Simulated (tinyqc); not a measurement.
Lateral field, substrate current, probability of reaching the oxide barrier and hot-carrier lifetime of a silicon transistor (pseudo-two-dimensional and lucky-electron models): one step, computed by the program tinyqc. Command: `OMP_NUM_THREADS=1 python tinyqc.py 3003446 3003447 out.jsonl hotcar walk`. One thread of a shared host (Intel(R) Xeon(R) Processor @ 2.30GHz), about 0.01 s of CPU time with the checks.

Local-field models: a lucky carrier gains its energy at the peak field over a path free of collisions. Voltages are magnitudes.

Question. Hot-carrier currents and lifetime. C_ox = 3.9 eps_0/t; F_sat = 2 v_s/mu; V_Dsat = V_ov F_sat L/(V_ov + F_sat L), V_ov = V_G - V_T; I_D/W = C_ox v_s (V_ov - V_Dsat). Scale length l = 0.22 t^(1/3) x_j^(1/2) (all in cm); F_m = sqrt(((V_D - V_Dsat)/l_e)^2 + F_sat^2), with l_e = l; length of the velocity-saturated region l_e ln((V_D - V_Dsat)/(l_e F_sat) + F_m/F_sat). Substrate current I_sub/I_D = (A_i/B_i)(V_D - V_Dsat) exp(-B_i/F_m); probability of reaching the oxide barrier exp(-phi_b/(e lambda F_m)); lifetime tau = (H/(I_D/W)) exp(phi_it/(e lambda F_m)).

Inputs (values chosen for the exercise, modelled on a silicon n-channel): channel length L = 590 nm; oxide thickness t = 17 nm; junction depth x_j = 160 nm; mobility mu = 330 cm^2/(V s); saturation velocity v_s = 0.87 1e7 cm/s; threshold voltage V_T = 0.47 V; gate voltage V_G = 1.3 V; drain voltage V_D = 3.6 V; ionisation prefactor A_i = 2.1e+06 1/cm; ionisation field B_i = 1.76 MV/cm; hot-carrier mean free path lambda = 8 nm; oxide barrier phi_b = 3.1 eV; interface-trap threshold phi_it = 3.8 eV; lifetime constant H = 300 s microampere/micrometre.

Drain: abrupt.

Constants: eps_0 = 8.8541878128e-12 F/m.

Give: I_sub/I_D; substrate current I_sub/W; probability of reaching phi_b; lifetime tau; exponent m = phi_it/(e lambda B_i).

Answer.

I_sub/I_D = 0.0073560

substrate current I_sub/W = 0.22724 microampere/micrometre

probability of reaching phi_b = 1.2629e-06

lifetime tau = 1.6514e+08 s

exponent m = phi_it/(e lambda B_i) = 2.6989

Since both exponentials depend on 1/F_m, tau I_D scales about as (I_sub/I_D)^(-m) with m = 2.70, which lets I_sub serve as the monitor. The lifetime is 0.523 times ten years (3.156e8 s).
